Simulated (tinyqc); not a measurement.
Electromigration in a confined line: Blech product, Korhonen stress evolution and Black's law. Changing the time as a fraction of L^2/kappa, s. Computed by tinyqc, a small Python program. Command: `OMP_NUM_THREADS=1 python tinyqc.py 3019116 3019117 out.jsonl emigr sweep`. One thread of a shared host (Intel(R) Xeon(R) Processor @ 2.30GHz), about 0.01 s of CPU time with the checks.

The electron wind pushes atoms from the cathode (x = 0) to the anode (x = L); blocking ends build a back stress (tension positive). The input rho is taken not to change with temperature. d sigma/dt = d/dx [kappa (d sigma/dx + G)], with zero flux at both ends and sigma = sigma_0 at t = 0.

Inputs (values chosen for the exercise, close to those used for cobalt lines): resistivity rho = 11.3 micro-ohm cm; atomic volume Omega = 11.1 angstrom^3; effective charge number Z* = 3.1; prefactor D0 = 6.7e-07 m^2/s; activation energy E = 1.34 eV; effective modulus B = 48 GPa; critical stress sigma_c = 430 MPa; initial stress sigma_0 = 120 MPa; current density j = 0.78 MA/cm^2; line length L = 240 um; test temperature T = 260 C.

Start: thermal stress.

Constants: e = 1.602176634e-19 C; k_B = 8.617333262e-05 eV/K; k_B = 1.380649e-23 J/K.

Method:
- G = Z* e rho j/Omega; D = D0 exp(-E/(k_B T)); kappa = D B Omega/(k_B T); drift velocity of an unconfined line v = D Z* e rho j/(k_B T). SI: 1 micro-ohm cm = 1e-8 ohm m, 1 MA/cm^2 = 1e10 A/m^2.
- Temperatures in kelvin are T(C) + 273.15.
- At steady state sigma(x) = sigma_0 + G (L/2 - x). A void forms only if the cathode stress reaches sigma_c, that is if j L exceeds (j L)_c = 2 Omega (sigma_c - sigma_0)/(Z* e rho). Time scale tau = L^2/kappa.
- sigma(x, t) = sigma_0 + G L [1/2 - x/L - 4 sum_(m odd) cos(m pi x/L) exp(-m^2 pi^2 s)/(m pi)^2], s = t/tau, summed to m = 399.
- The terms at x = 0 are 4 exp(-m^2 pi^2 s)/(m pi)^2; tau = L^2/kappa.

One run for each value:
```
time as a fraction of L^2/kappa, s  cathode stress at time s (MPa)  time t (h)
0.002                                                          598   3.064e+03
0.0043                                                         820   6.587e+03
0.0095                                                        1161   1.455e+04
0.021                                                         1668   3.217e+04
0.045                                                         2384   6.893e+04
0.097                                                         3380   1.486e+05
0.21                                                          4370   3.217e+05
0.46                                                          4812   7.046e+05
1                                                             4852   1.532e+06
```

Describe and explain the trends.

Over the rows, cathode stress at time s (MPa) rises from 598 to 4850 (exponent d ln y / d ln x 0.41 between the first rows and 0.011 between the last); time t (h) rises from 3060 to 1.53e6 (exponent d ln y / d ln x about 1.0 throughout). The part added by the current grows as 2 G L sqrt(s/pi) at first and levels off at G L/2 once s passes about 0.3.

Caution (all rows): the stress exceeds sigma_c: a void would already have formed and relaxed it, so the value is formal.
